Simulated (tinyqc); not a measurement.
Coupled-perturbed Hartree-Fock on RHF in the sto-3g basis, for HeH+, spin multiplicity 1, step by step. One step of it, computed by the program tinyqc.

Question. Coupled step 1. U_ai = -(mu_ai + sum_bj [4 (ai|bj) - (ab|ij) - (aj|bi)] U_bj) / (e_a - e_i); alpha = -4 sum U_ai mu_ai.

uncoupled U:
```
           i1
a2  -0.364118
```

dipole integrals <a|z|i> (bohr):
```
          i1
a2  0.599165
```

orbital energies (hartree): MO1 -1.724636, MO2 -0.079113

Two-electron integrals over orbitals (pq|rs), unique and non-zero (hartree):
```
(11|11) 0.948806    (21|11) -0.170900   (21|21) 0.155648    (22|11) 0.702018
(22|21) 0.018933    (22|22) 0.758488
```

Give: U after step 1; polarisability.

Answer.

U after step 1:
```
        i1
a2  -0.416
```

polarisability = 0.997 bohr^3
